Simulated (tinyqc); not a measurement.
Raising U: Hubbard chain of 2 sites, mean field against exact. Computed by the program tinyqc. 

one-body matrix (hopping and site energies) (eV):
```
         1        2
1   0.6000  -1.9700
2  -1.9700   0.0600
```

electrons, up and down: 1  1

Collinear unrestricted mean field (the lowest of 40 random starts) against exact diagonalisation.

Exact and mean-field results (eV):
```
U            U/t    E exact  E mean field  mean |n_up - n_down|  double occupancy, exact  first gap in the sector
0.9800    0.4975  -2.848955     -2.819563                0.0000                   0.2229                   3.5090
1.9700    1.0000  -2.438146     -2.319636                0.0000                   0.1924                   3.0981
3.9400    2.0000  -1.787719     -1.328492              2.82e-05                   0.1400                   2.4477
5.9100    3.0000  -1.317416     -0.660955                0.7418                   0.1010                   1.9774
7.8800    4.0000  -0.976499     -0.328712                0.8647                   0.0738                   1.6365
11.8200   6.0000  -0.534820      0.002098                0.9425                   0.0422                   1.1948
15.7600   8.0000  -0.271031      0.166955                0.9681                   0.0265                   0.9310
23.6400  12.0000   0.020318      0.331500                0.9860                   0.0128                   0.6397
39.4000  20.0000   0.269792      0.462963                0.9950                   0.0049                   0.3902
```

In absolute terms mean field is worst at U/t = 3.0, 0.656 eV too high: at small U it is nearly exact, and at large U it misses only exchange-scale energies. Its local moments set in at U/t = 3.0 of those listed, a broken symmetry that the exact state of a finite cluster with equal spins does not have. Relative to the exact energy its error is 1.0 % at the smallest U, 1532 % at most and 72 % at the largest. The double occupancy falls from 0.223 to 0.005.
